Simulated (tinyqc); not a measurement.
From transient amplitude dC back to trap density N_t: deep-level transient spectroscopy (DLTS) of one majority-carrier trap. Computed by tinyqc, a small Python program. Command: `OMP_NUM_THREADS=1 python tinyqc.py 3004430 3004431 out.jsonl dlts inv`. One thread of a shared host (Intel(R) Xeon(R) Processor @ 2.30GHz), about 0.2 s of CPU time with the checks.

A filling pulse loads the traps in a one-sided junction; under reverse bias they empty at the rate e, and the capacitance relaxes as C(t) = C_0 - dC exp(-e t). The signal is S = [C(t_2) - C(t_1)]/dC.

Inputs (values chosen for the exercise, with mass and screening modelled on beta-Ga2O3):
```
quantity                    value   unit
density-of-states mass m    0.287    m_0
valleys M                       1      -
trap depth E_t              0.126     eV
cross-section sigma_0     8.9e-17   cm^2
degeneracy ratio g              1      -
gate time t_1              0.0009      s
ratio t_2/t_1                   5      -
temperature T                  73      K
doping N                  1.6e+16  cm^-3
dielectric constant eps      10.5      -
built-in voltage V_b         0.88      V
reverse bias V_r              6.5      V
diode area                0.00058   cm^2
capture barrier E_b         0.077     eV
```

Carriers: electrons. Extra term: capture barrier.

Constants: k_B = 8.617333262e-05 eV/K; k_B = 1.380649e-23 J/K; m_0 = 9.1093837015e-31 kg; h = 6.62607015e-34 J s; eps_0 = 8.8541878128e-12 F/m; e = 1.602176634e-19 C.

Method:
- e = g sigma v N_b exp(-E/k_B T), v = sqrt(3 k_B T/m), N_b = 2 M (2 pi m k_B T/h^2)^(3/2), sigma = sigma_0 exp(-E_b/k_B T), E = E_t.
- S(e) = exp(-e t_1) - exp(-e t_2) peaks at the rate window e_0 = ln(t_2/t_1)/(t_2 - t_1).
- T_p solves e(T) = e_0 (bisection between 15 and 1500 K); the half-height points solve S = S_max/2 on either side.
- W = sqrt(2 eps eps_0 (V_b + V_r)/(e N)), C_0 = eps eps_0 area/W. The pulse goes to zero bias, W_0 = W(V_r = 0). Traps within lambda = sqrt(2 eps eps_0 (E_t - E_F)/(e^2 N)) of the depletion edge stay filled, with E_F = k_B T_p ln(N_b/N) from the band, N_b = 2 M (2 pi m k_B T_p/h^2)^(3/2) (dopants taken as fully ionised). dC = C_0 (N_t/2N) f, f = [(W - lambda)^2 - max(W_0 - lambda, 0)^2]/W^2. The simple estimate is 2 N dC/C_0.

Question. A run gave the result below. Find the trap density N_t, known to lie between 4.6e+13 and 7.4e+13 cm^-3.

transient amplitude dC = 9.840264 fF

Answer.

Each step takes the trial c = (a f_b - b f_a)/(f_b - f_a), f being the result less the target and a, b, c the logarithms of the listed values; c replaces end b, the old b replaces a if the sign of f changed, and otherwise f_a is halved.

Scan of the range:
```
trap density N_t (cm^-3)  transient amplitude dC (fF)
4.60e+13                                       8.0144
4.98e+13                                       8.6764
5.39e+13                                       9.3908
5.83e+13                                      10.1574
6.32e+13                                      11.0111
6.84e+13                                      11.9170
7.40e+13                                      12.8927
```

False position (Illinois rule, in the logarithm of the input) inside the bracket:
```
step        end a        end b        trial  transient amplitude dC (fF)
1     5.39000e+13  5.83000e+13  5.64380e+13                      9.83295
2     5.83000e+13  5.64380e+13  5.64793e+13                      9.84015
3     5.83000e+13  5.64793e+13  5.64806e+13                      9.84038
4     5.64793e+13  5.64806e+13  5.64800e+13                      9.84026
```

Transient amplitude dC rises at every point of a 13-point scan of the range (every second point is shown), so one value fits; it is bracketed by 5.39e13 and 5.83e13. The scan shows a pure power law with exponent 1.0000, so scaling from any one row also gives the answer directly. Answer: trap density N_t = 5.648e13 cm^-3.
